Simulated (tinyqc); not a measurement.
Coherent transport through a tight-binding region between two chains, step by step. One step of it, computed by the program tinyqc.

Question. Transmission at E = -0.33 eV. Surface Green function g = (E - i sqrt(4 t^2 - E^2)) / (2 t^2); self-energy tc^2 g on each contact site; G = (E - H - Sigma)^(-1); Gamma = -2 Im Sigma; T = Gamma_L Gamma_R |G_LR|^2; local density of states -Im G_ii / pi.

H of the central region (eV):
```
[[0.000000, -0.810000, 0.000000, 0.000000, 0.000000, 0.000000],
 [-0.810000, 0.000000, -0.880000, 0.000000, 0.000000, 0.000000],
 [0.000000, -0.880000, 0.000000, -1.250000, 0.000000, 0.000000],
 [0.000000, 0.000000, -1.250000, 0.000000, -0.960000, 0.000000],
 [0.000000, 0.000000, 0.000000, -0.960000, 0.000000, -1.250000],
 [0.000000, 0.000000, 0.000000, 0.000000, -1.250000, 0.000000]]
```

Leads: semi-infinite chains with site energy 0:
```
parameter                           value
lead hopping t (eV)              2.220000
coupling to the left lead (eV)   0.680000
coupling to the right lead (eV)  0.640000
left contact site                       1
right contact site                      6
```

E = -0.330000 eV

Give: g; G; local density of states; transmission.

Answer.

g = -0.0335-0.4492i 1/eV

G (1/eV):
```
[[1.1304-0.5264i, 1.5385-0.4943i, -0.4635+0.2992i, -1.2055+0.4270i, 0.1892-0.2428i, 0.9758-0.3920i],
 [1.5385-0.4943i, 0.4706-0.5865i, -0.1033+0.2350i, -0.3586+0.4749i, 0.0112-0.1428i, 0.2784-0.4024i],
 [-0.4635+0.2992i, -0.1033+0.2350i, 0.3879-0.1873i, 0.9751-0.2149i, -0.1699+0.1700i, -0.7938+0.2099i],
 [-1.2055+0.4270i, -0.3586+0.4749i, 0.9751-0.2149i, 0.5099-0.3911i, -0.0527+0.1454i, -0.4055+0.3387i],
 [0.1892-0.2428i, 0.0112-0.1428i, -0.1699+0.1700i, -0.0527+0.1454i, 0.2032-0.1713i, 0.8941-0.1569i],
 [0.9758-0.3920i, 0.2784-0.4024i, -0.7938+0.2099i, -0.4055+0.3387i, 0.8941-0.1569i, 0.5475-0.3016i]]
```

local density of states (1/eV): [0.1676, 0.1867, 0.0596, 0.1245, 0.0545, 0.0960]

transmission = 0.1690
